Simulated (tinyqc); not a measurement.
Changing the backscatter ratio eta: electron-beam lithography: double-Gaussian proximity function, edge placement and dose correction for parallel lines. Computed by tinyqc, a small Python program. Command: `OMP_NUM_THREADS=1 python tinyqc.py 3110883 3110884 out.jsonl proximity sweep`. One thread of a shared host (Intel(R) Xeon(R) Processor @ 2.30GHz), about 0.02 s of CPU time with the checks.

Lines are infinitely long. Absorbed energy is counted so that the middle of a very large area written at dose 1 receives 1; the resist develops where it exceeds 1/2.

Inputs (values chosen for the exercise, of the order of those for 50 keV electrons in resist on silicon):
```
quantity                              value               unit
forward range alpha                   0.025         micrometre
backscatter range beta                  8.8         micrometre
base dose D0                            240  microcoulomb/cm^2
width of the test line                0.048         micrometre
pattern density around the test line   0.56                  -
```

line widths (micrometre): 0.041  1.7  0.11  0.07

gaps between the lines (micrometre): 0.091  1.1  2.3

Method:
- The first line starts at x = 0; each next one starts after the width and the gap.
- f(r) = [exp(-r^2/alpha^2)/alpha^2 + eta exp(-r^2/beta^2)/beta^2]/(pi (1 + eta)). A line from a to b at dose d gives E(x) = d [S(alpha) + eta S(beta)]/(1 + eta), S(s) = [erf((b - x)/s) - erf((a - x)/s)]/2.
- M_ij is the mean of E at the two edges of line i from line j at dose 1.
- Uncorrected edge energies are M 1. Solve M d = 1/2 for the doses d that put the mean edge energy of every line at the threshold.
- A test line of width w << beta in surroundings of density rho, all at dose d: near its edge E(x) = d [S + eta rho]/(1 + eta), S = [erf((b - x)/alpha) - erf((a - x)/alpha)]/2 for edges a and b, the second term being the background energy. Dose to size d_s = (1 + eta)/(erf(w/alpha) + 2 eta rho), dose = d_s D0; edge slope d [1 - exp(-w^2/alpha^2)]/(sqrt(pi) alpha (1 + eta)); width change per 1 % of dose = 2 x 0.01 x (1/2)/slope.

One run for each value:
```
backscatter ratio eta  largest over smallest dose  dose to size d_s  width change per 1 % of dose (nm)
0.1                                         1.021            0.9951                              0.502
0.3                                         1.021            0.9779                              0.604
0.5                                         1.023            0.9656                              0.706
0.7                                         1.032            0.9565                              0.808
0.9                                         1.041            0.9493                              0.910
1.1                                         1.050            0.9437                              1.011
1.3                                         1.059            0.9390                              1.113
1.5                                         1.068            0.9351                              1.215
1.7                                         1.077            0.9319                              1.317
```

What does the table show?

Over the rows, largest over smallest dose rises from 1.02 to 1.08 (exponent d ln y / d ln x 3.5e-4 between the first rows and 0.067 between the last); dose to size d_s falls from 0.995 to 0.932 (exponent d ln y / d ln x -0.016 between the first rows and -0.028 between the last); width change per 1 % of dose (nm) rises from 0.502 to 1.32 (exponent d ln y / d ln x 0.17 between the first rows and 0.64 between the last).

Extremes, crossings and ranges named in words are read from the listed rows.
